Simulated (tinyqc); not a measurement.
Minority carriers and saturation current of a heavily doped emitter: one step of the calculation.

n-type, parabolic bands, full ionisation. eta = (EF - Ec)/kB T solves N = Nc F12(eta), F12(x) = (2/sqrt(pi)) int_0^infinity sqrt(u)/(1 + exp(u - x)) du. The gap shrinks rigidly by dEg = E1 [ln(N/N0) + sqrt(ln^2(N/N0) + 0.5)], an empirical law that is here taken as the true narrowing.

Question. Effective intrinsic density. ni = sqrt(Nc Nv) exp(-Eg/(2 Vt)), Eg in volts; degeneracy factor g = F12(eta) exp(-eta); nie^2 = ni^2 exp(dEg/kB T) g, p0 = nie^2/N; apparent narrowing dEg + kB T ln g.

Inputs (values chosen for the exercise); band and dielectric values close to those of silicon:
- T = 400 K (temperature)
- Eg = 1.14 eV (band gap)
- Nc = 4.39e19 cm^-3 (conduction-band density of states at 400 K)
- Nv = 4.03e19 cm^-3 (valence-band density of states at 400 K)
- N = 1.8e19 cm^-3 (ionised donor density)
- E1 = 8.3 meV (energy of the narrowing law)
- N0 = 1.9e17 cm^-3 (density of the narrowing law)

Constants: q = 1.602176634e-19 C, kB = 1.380649e-23 J/K, Vt = kB T/q. Results are converted to the units shown.

converged eta = -0.74739972

Give: ni; dEg; g; apparent narrowing; nie; p0.

Answer.

ni = 2.7682e12 cm^-3
dEg = 76.002 meV
g = 0.86576
apparent narrowing = 71.033 meV
nie = 7.7569e12 cm^-3
p0 = 3.3428e6 cm^-3

Narrowing multiplies p0 by 9.07 and degeneracy by 0.866.

Range of the model: Band tails, non-parabolic bands and incomplete ionisation are left out.

Computed by the program tinyqc: `OMP_NUM_THREADS=1 python tinyqc.py 2330155 2330156 out.jsonl`, one thread of a shared Intel Xeon 2.30GHz, about 0.01 s for the whole run.
